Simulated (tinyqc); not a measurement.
Two-step dopant diffusion (predeposition and drive-in) with a constant diffusivity: one step, computed by the program tinyqc. Command: `OMP_NUM_THREADS=1 python tinyqc.py 3003209 3003210 out.jsonl dopdiff walk`. One thread of a shared host (Intel(R) Xeon(R) Processor @ 2.30GHz), about 0.05 s of CPU time with the checks.

Fick diffusion into a half space x > 0 whose background doping C_B is of the opposite type, so that a junction lies where C = C_B.

Task: Drive-in as a Gaussian. With a sealed surface and a thin source, C = Q/sqrt(pi (Dt)2) exp(-x^2/(4 (Dt)2)); x_j = 2 sqrt((Dt)2 ln(C(0)/C_B)); gradient at the junction |dC/dx| = C_B x_j/(2 (Dt)2).

Inputs (values chosen for the exercise, modelled on antimony in silicon): background doping C_B = 1.6e+14 1/cm^3; predeposition temperature T1 = 875 C; drive-in temperature T2 = 1175 C.

dose Q = 4.054818e+11 1/cm^2

drive-in budget (Dt)2 = 6.801253e-10 cm^2

Give: surface concentration C(0) (Gaussian); junction depth x_j; gradient at the junction.

Result:

surface concentration C(0) (Gaussian) = 8.7721e+15 1/cm^3

junction depth x_j = 1.0437 um

gradient at the junction = 1.2277e+19 1/cm^4
